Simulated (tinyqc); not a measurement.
Inside a calculation. Method: MP2 on RHF in the sto-3g basis, for H2, spin multiplicity 1. Computed by tinyqc, a small Python program that keeps every step (integrals from PySCF). Settings: charge = 0, multiplicity = 1, basis = sto-3g, method = RHF, energy threshold = 1e-10, iteration cap = 90, orthogonalisation = symmetric, start = atomic densities, DIIS depth = 6. Command: `OMP_NUM_THREADS=1 python tinyqc.py 20012 20013 out.jsonl` (the two numbers bound the seeds that draw the settings). One thread of a shared host (Intel(R) Xeon(R) Processor @ 2.60GHz), about 0.09 s of CPU time with the checks. The early iterations of the SCF are left out here.

## One-electron integrals

Geometry (angstrom):

| atom | x | y | z |
|---|---|---|---|
| H | 0.000000 | 0.000000 | 0.000000 |
| H | 0.000000 | 0.000000 | 0.952000 |

Basis sto-3g: exponents (1/bohr^2) and contraction coefficients of normalised primitives:

| element | l (shell) | exponent | coefficient |
|---|---|---|---|
| H | s (1) | 3.425251 | 0.154329 |
| H | s (1) | 0.623914 | 0.535328 |
| H | s (1) | 0.168855 | 0.444635 |

Overlap, kinetic and nuclear-attraction integrals over the contracted functions; the nuclear repulsion is the sum of Za Zb / Rab.

nuclear repulsion = 0.55585841 hartree

overlap S:
```
          1H 1s     2H 1s
1H 1s  1.000000  0.525193
2H 1s  0.525193  1.000000
```

kinetic energy T (hartree):
```
          1H 1s     2H 1s
1H 1s  0.760032  0.130095
2H 1s  0.130095  0.760032
```

nuclear attraction V (hartree):
```
           1H 1s      2H 1s
1H 1s  -1.761846  -0.859369
2H 1s  -0.859369  -1.761846
```

core Hamiltonian H = T + V (hartree):
```
           1H 1s      2H 1s
1H 1s  -1.001814  -0.729274
2H 1s  -0.729274  -1.001814
```

## Two-electron integrals

Functions are numbered as in S; the eight-fold symmetry (ij|kl) = (ji|kl) = (kl|ij) leaves the list below.

Two-electron integrals (ij|kl) in chemists' order, unique and non-zero (hartree):
```
(11|11) 0.774606   (21|11) 0.332051   (21|21) 0.178803   (22|11) 0.493953
(22|21) 0.332051   (22|22) 0.774606
```

## Orthogonalisation

S = U s U^T; symmetric (Loewdin) form X = U s^(-1/2) U^T, so that X^T S X = 1.

eigenvalues of S: 0.474807  1.525193

X:
```
           1H 1s      2H 1s
1H 1s   1.130486  -0.320761
2H 1s  -0.320761   1.130486
```

## Starting guess

The start is atomic minimal-basis densities projected into this basis (PySCF's MINAO start) and scaled to the electron count of each spin; this density is not idempotent, so its energy is not variational and may lie below the converged one.

D at the start:
```
          1H 1s     2H 1s
1H 1s  0.949877  0.095437
2H 1s  0.095437  0.949877
```

## Iteration 3 (converged): orbitals

converged F (hartree):
```
           1H 1s      2H 1s
1H 1s  -0.264921  -0.497645
2H 1s  -0.497645  -0.264921
```

Diagonalise F' = X^T F X, C = X C', fill 1 alpha and 1 beta electrons from the bottom; D = 2 C_occ C_occ^T. Each column has its largest component positive (the first on a tie).

F' = X^T F X (hartree):
```
           1          2
1  -0.004917  -0.495063
2  -0.495063  -0.004917
```

orbital energies (hartree): MO1 -0.499980, MO2 0.490146

coefficients C:
```
            MO1        MO2
1H 1s  0.572562   1.026187
2H 1s  0.572562  -1.026187
```

D after iteration 3:
```
          1H 1s     2H 1s
1H 1s  0.655655  0.655655
2H 1s  0.655655  0.655655
```

## Convergence

Stop when the energy changes by less than 1e-10 hartree and every element of the error matrix X^T (F D S - S D F) X is below 3e-06.

Course of the cycle:

| iteration | E (hartree) | change | largest element of the error matrix |
|---|---|---|---|
| 1 | -0.71168155 | - | 1.51e-16 |
| 2 | -1.07911736 | -3.67e-01 | 2.61e-16 |
| 3 | -1.07911736 | 0.000000 | 2.61e-16 |

PySCF RHF in the same basis = -1.07911736 hartree

Converged in 3 iterations.

## Populations, bond orders and dipole

Mulliken: Z minus the diagonal of D S on the atom; Loewdin: the same with S^(1/2) D S^(1/2); Mayer order: 2 sum_s sum (D(s) S)_ij (D(s) S)_ji over the two atoms.

Charges (e):

| atom | Mulliken | Loewdin |
|---|---|---|
| 1H | 0 | 0 |
| 2H | 0.000000 | 0 |

Mayer bond orders:

| pair | order |
|---|---|
| 2-1 | 1.000000 |

dipole moment about the origin, x y z (debye): 0.000000  0.000000  0.000000

## Integrals over molecular orbitals

(pq|rs) = sum C_ip C_jq C_kr C_ls (ij|kl), one index at a time.

one-electron integrals over orbitals h = C^T H C (hartree):
```
           1          2
1  -1.134996   0.000000
2   0.000000  -0.574003
```

Two-electron integrals over orbitals (pq|rs), unique and non-zero (hartree):
```
(11|11) 0.635016   (21|21) 0.193775   (22|11) 0.628962   (22|22) 0.660844
```

## Second-order Moller-Plesset energy

Hartree-Fock energy = -1.07911736 hartree

E2 = sum_ijab (ia|jb) [2 (ia|jb) - (ib|ja)] / (e_i + e_j - e_a - e_b) over occupied i, j and virtual a, b; the opposite-spin part is (ia|jb)^2 / denominator, the rest is same-spin, and SCS-MP2 scales them by 6/5 and 1/3.

Terms:

| i | j | a | b | (ia\|jb) | (ib\|ja) | denominator | term |
|---|---|---|---|---|---|---|---|
| 1 | 1 | 2 | 2 | 0.193775 | 0.193775 | -1.980251 | -0.018962 |

Pair energies (hartree; pair i-j sums ij and ji):

| pair | opposite spin | same spin |
|---|---|---|
| 1-1 | -0.018962 | 0.000000 |

MP2 correlation energy = -0.01896157 hartree

SCS-MP2 correlation energy = -0.02275389 hartree

MP2 total energy = -1.09807893 hartree
